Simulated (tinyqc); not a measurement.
Worked calculation: linear model of a band gap against the share of exact exchange. Values are carried at full precision from step to step, so a last printed digit may differ when a step is redone from the rounded ones.

E(alpha) = E0 + S alpha. A wider gap screens less, modelled in the Penn form eps(alpha) = 1 + (e0 - 1)(EP/(EP + S alpha))^2 with a scale EP chosen for the exercise. A dielectric-dependent hybrid takes alpha = 1/eps.

Values chosen for the exercise (of the order of those of Al2O3; shifted at random, so the results belong to these values and not to a real crystal):

| symbol | value | unit | meaning |
|---|---|---|---|
| E0 | 5.99 | eV | gap of the semi-local functional |
| S | 10 | eV | slope dE/d(alpha) |
| e0 | 3.35 |  | optical dielectric constant at alpha = 0 |
| EP | 27.2 | eV | energy scale of the screening |
| Et | 8.66 | eV | target gap |
| a_start | 0.25 |  | starting alpha |
| fv | 0.55 |  | share of the opening taken by the valence edge |
| Ed | 1.56 | eV | defect level above the semi-local valence top |
| cd | 0 |  | shift of the level per unit opening, on the scale of the mean potential |

## Fixed shares

Gap, error against the target and eps for alpha = 0, 0.25 and 1/e0; and the alpha that meets the target, (Et - E0)/S.

Results:

| alpha | E (eV) | E - Et (eV) | eps |
|---|---|---|---|
| 0.0000 | 5.990 | -2.670 | 3.350 |
| 0.2500 | 8.490 | -0.170 | 2.971 |
| 0.2985 | 8.975 | 0.315 | 2.908 |

alpha for the target = 0.2670

A quarter of exact exchange falls short of the target by 0.17 eV: the material needs 0.267, and 1/e0 = 0.299 lies further from it than 0.25 does.

## Self-consistent share

Iterate alpha -> 1/eps(alpha) seven times from a_start. The fixed point solves alpha eps(alpha) = 1; the contraction factor there is 2 (eps - 1) S/((EP + S alpha) eps^2).

Iterates:

| step | alpha | eps | E (eV) |
|---|---|---|---|
| 0 | 0.25000 | 2.9710 | 8.4900 |
| 1 | 0.33658 | 2.8609 | 9.3558 |
| 2 | 0.34954 | 2.8453 | 9.4854 |
| 3 | 0.35146 | 2.8430 | 9.5046 |
| 4 | 0.35175 | 2.8426 | 9.5075 |
| 5 | 0.35179 | 2.8426 | 9.5079 |
| 6 | 0.35179 | 2.8426 | 9.5079 |
| 7 | 0.35180 | 2.8426 | 9.5080 |

fixed point = 0.35180
contraction factor = 0.1485

The factor is positive, so the iterates approach from one side, the error shrinking to 0.15 of itself each step; the gap is within 0.01 eV of its limit from step 3. Self-consistency moves the gap by +0.533 eV against the one-shot choice 1/e0, since a wider gap screens less.

## Band edges and a deep level

The opening c = S alpha lowers the valence top by fv c and raises the conduction edge by (1 - fv) c, both against the mean potential; the level moves by cd c. Use the fixed point. Compare with stretching the level in proportion to the gap and with pinning it to either edge.

opening c = 3.518 eV

shifts of the valence and conduction edges (eV): -1.935  1.583

level above the valence top = 3.495 eV
level below the conduction edge = 6.013 eV

level above the valence top: stretched, tied to the valence edge, tied to the conduction edge (eV): 2.476  1.560  5.078

The three recipes err by -1.02, -1.93 and +1.58 eV against alignment through the mean potential. A localised level with cd = 0 stays put while the edges move away from it.

## Checks

- Fixed point by bisection against 60 substitutions: both 0.35180.

(tinyqc, `OMP_NUM_THREADS=1 python tinyqc.py 1850764 1850765 out.jsonl`, Intel(R) Xeon(R) Processor @ 2.30GHz, 1 thread, shared host, about 0.01 s.)
